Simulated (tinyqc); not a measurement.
Worked calculation: lattice vibrations of a chain. One step of it, computed by the program tinyqc.

Problem. Frequencies. omega^2 are the eigenvalues; wavenumber = 521.4708 sqrt(eigenvalue) 1/cm.

D(q) (eV/(angstrom^2 u)):
```
                    1                   2
1            0.865031  0.013727+0.176331i
2  0.013727-0.176331i            0.694581
```

Give: eigenvalues; wavenumbers; weights |e|^2 of the mass-weighted modes.

Solution.

eigenvalues: 0.5835  0.9761

wavenumbers (1/cm): 398.3  515.2

weights |e|^2 of the mass-weighted modes:
```
        mode 1  mode 2
atom 1  0.2830  0.7170
atom 2  0.7170  0.2830
```
